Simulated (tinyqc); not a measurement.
# Worked calculation: hot electrons in a saturated n-channel MOSFET, lucky-electron model

tinyqc, about 0.01 s, one thread, Intel Xeon 2.30GHz (shared host): `OMP_NUM_THREADS=1 python tinyqc.py 2550029 2550030 out.jsonl` Printed values are rounded.

Beyond pinch-off the lateral field grows as Esat cosh(y/l) over the velocity-saturated region (pseudo-two-dimensional model). Impact ionisation in this region gives the substrate current, which biases the body forward through Rsub. Currents are per width. Local-field laws: they overstate ionisation when the field peak is narrower than an energy relaxation length.

Parameters, values chosen for the exercise; values close to those of silicon n-channel devices: channel length L = 0.35 um; oxide thickness tox = 8.3 nm; junction depth xj = 100 nm; threshold VT = 0.8 V; effective mobility mu = 300 cm^2/(V s); saturation velocity vs = 9.8e6 cm/s; ionisation prefactor Ai = 2e6 1/cm; ionisation field Bi = 1.76 MV/cm; resistance of the lightly doped drain Rd = 400 ohm um; substrate resistance Rsub = 14000 ohm um; fall of VT per volt of forward body bias kb = 0.39; hot-electron mean free path lm = 9.5 nm; oxide barrier pb = 3.2 V; prefactor of the gate current Cg = 0.0014; lifetime exponent m = 3; lifetime constant Hl = 7500 s uA/um; drain voltage Vd = 2.8 V; gate voltage Vg = 2 V.

Constants: eps0 = 8.8541878128e-14 F/cm where lengths are in cm. Results are converted to the units shown.

## Length and field scales

Cox = 3.9 eps0/tox, l = sqrt(3 tox xj), Esat = 2 vs/mu.

Cox = 0.4160402 uF/cm^2
l = 49.89990 nm
Esat = 0.06533333 MV/cm
Esat L = 2.286667 V

## Iteration 1: body bias from the substrate current

Vb at the start = 0 V

Cox = 3.9 eps0/tox. Overdrive g = Vg - VT + kb Vb; Vdsat = g Esat L/(g + Esat L); Id = Cox vs (g - Vdsat); dV = Vd - Id Rd - Vdsat; Em = sqrt((dV/l)^2 + Esat^2); Isub = Id (Ai/Bi) l Em exp(-Bi/Em). Vb(new) = Rsub Isub.

Vdsat = 0.7869981 V
Id = 168.3889 uA/um
dV = 1.945646 V
Em = 0.3953456 MV/cm
Isub = 4.400628 uA/um
Vb after iteration 1 = 0.06160880 V

## Iteration 2: body bias from the substrate current

As before.

Vdsat = 0.7972619 V
Id = 174.0006 uA/um
dV = 1.933138 V
Em = 0.3928736 MV/cm
Isub = 4.394025 uA/um
Vb after iteration 2 = 0.06151636 V

## Course of the iteration: body bias from the substrate current

Stop when Vb changes by less than 1e-9 V, or after 60 iterations.

Course of the iteration:

| iteration | Vb (V) | \|change\| (V) |
|---|---|---|
| 1 | 0.06160880 | 0.0616 |
| 2 | 0.06151636 | 9.24e-5 |
| 3 | 0.06151653 | 1.75e-7 |
| 4 | 0.06151653 | 3.32e-10 |

Converged in 4 iterations. The changes do not fall evenly; from iteration 1 to 4 they shrink by a factor of 570 a step on average.

## Gate current, lifetime and channel shortening

Id = 173.9921 uA/um
dV = 1.933157 V
Em = 0.3928773 MV/cm
Isub = 4.394038 uA/um

Ig = Cg Id exp(-pb/(lm Em)); lifetime tau = (Hl/Id)(Isub/Id)^(-m); length of the saturated region dL = l ln[(dV/l + Em)/Esat]. 1 year = 3.15576e7 s.

Isub/Id = 0.02525424
Ig = 46.04015 pA/um
tau = 0.08480569 years
dL = 123.7595 nm

The lifetime misses ten years. Integrating Ai exp(-Bi/E) over the cosh profile gives Isub/Id = 0.0216, so the closed form is 17 % above it.
